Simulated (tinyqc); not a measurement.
# Read current of a NAND string, cells in series solved by shooting: read current against the number of cells

Cells in series, numbered from 0 at the source line (0 V) to the bit line, each followed by a gap resistance Rg. A cell with gate Vg, threshold VT, source Vs and drain Vd passes I = 2 nf K Vt^2 [F(Vs) - F(Vd)]/(1 + th max(Vg - VT, 0)), F(V) = ln^2(1 + exp((Vg - VT - nf V)/(2 nf Vt))). The selected cell has Vg = Vr, the others Vg = Vp.

For a trial current I start at 0 V and, cell by cell, solve for the drain: sqrt(F(Vd)) = sqrt(F(Vs) - I/k), k = 2 nf K Vt^2/(1 + th max(Vg - VT, 0)), Vd = [Vg - VT - 2 nf Vt ln(exp(sqrt F) - 1)]/nf, then add I Rg. The string current is the I for which the last node reaches Vbl. The apparent threshold is the Vr at which I = Is. Background: all other cells erased (VT = Ve) or all in the highest state (VT = Vh); ratio and shift are high over erased and high minus erased. The selected cell is in the middle, cell n/2.

Inputs (values chosen for the exercise); values of the order met in vertical NAND strings:
- T = 300 K (temperature)
- K = 9.6 uA/V^2 (gain factor of a cell)
- nf = 1.5 (slope factor)
- th = 0.04 1/V (mobility reduction factor)
- Rg = 18 kohm (resistance of the gap between cells)
- Vbl = 0.7 V (bit-line voltage)
- Vp = 6 V (pass voltage)
- Ve = -1.5 V (threshold of an erased cell)
- Vh = 4.5 V (threshold of the highest state)
- Vx = 2.9 V (threshold of the selected cell)
- Is = 20 nA (sensing current)
- Vr = 4 V (read voltage on the selected word line)

Constants: q = 1.602176634e-19 C, kB = 1.380649e-23 J/K, Vt = kB T/q. Results are converted to the units shown.

Read current against the number of cells:
columns A: n; B: I, others erased (uA); C: I, others high (uA); D: ratio; E: apparent VT, erased (V); F: apparent VT, high (V); G: background shift (mV)
```
A          B        C       D      E      F      G
8      1.480   0.6240  0.4217  2.949  2.956  6.714
16    0.9099   0.3209  0.3527  2.953  2.967  13.49
32    0.5124   0.1626  0.3174  2.962  2.989  27.25
64    0.2731  0.08184  0.2997  2.979  3.035  55.61
96    0.1862  0.05468  0.2937  2.997  3.082  85.19
128   0.1412  0.04105  0.2908  3.014  3.130  116.1
192  0.09519  0.02740  0.2878  3.049  3.232  182.8
```

With erased neighbours the current falls from 1.48 to 0.0952 uA, as n^(-0.70) between the first two rows and n^(-0.97) between the last two (-1 once the series resistance rules). The ratio falls from 0.422 to 0.288 and the background shift rises from 6.71 to 183 mV.

Computed by the program tinyqc: `OMP_NUM_THREADS=1 python tinyqc.py 2142126 2142127 out.jsonl`, one thread of a shared Intel Xeon 2.30GHz, about 0.6 s for the whole run.
